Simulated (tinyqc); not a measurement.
Oxide trap near a transistor channel: two-state multiphonon kinetics, telegraph noise and bias instability: one step, computed by the program tinyqc.

An n-channel device under positive gate bias. The trap is empty (state 1) or holds an electron (state 2); both states are parabolas of equal curvature, and the electron reservoir is taken at the Fermi level of the channel.

Problem. Barriers and time constants. E_21 = E_t - e F x is the energy of state 2 over state 1; barriers E_c = (E_R + E_21)^2/(4 E_R), E_e = E_c - E_21; tau_c = exp(E_c/k_B T)/(k_0 P), tau_e = exp(E_e/k_B T)/(k_0 P), P the tunnelling factor; occupation f_2 = tau_e/(tau_c + tau_e); 1/tau_0 = 1/tau_c + 1/tau_e.

Inputs (values chosen for the exercise, with an insulator like Al2O3 on silicon): insulator constant eps_ox = 9.12; trap depth x from the interface = 0.59 nm; trap level above E_F at zero field E_t = 0.54 eV; relaxation energy E_R = 2.2 eV; oxide field F = 6.3 MV/cm; attempt rate k_0 at the interface = 2e+11 1/s; temperature T = 250 K.

Parts treated: one trap.

tunnelling factor = 0.005726439

Constants: k_B = 8.617333262e-05 eV/K.

Give: E_21; capture barrier E_c; emission barrier E_e; capture time tau_c; emission time tau_e; occupation f_2; tau_0.

Solution.

E_21 = 0.1683 eV

capture barrier E_c = 0.6374 eV

emission barrier E_e = 0.4691 eV

capture time tau_c = 6164 s

emission time tau_e = 2.495 s

occupation f_2 = 4.046e-04

tau_0 = 2.494 s

The trap is almost always empty at this bias. Caution: a field 1.5 times as high comes near the usual breakdown field of such an insulator. Caution: at this temperature nuclear tunnelling through such barriers shortens the times below these classical values.
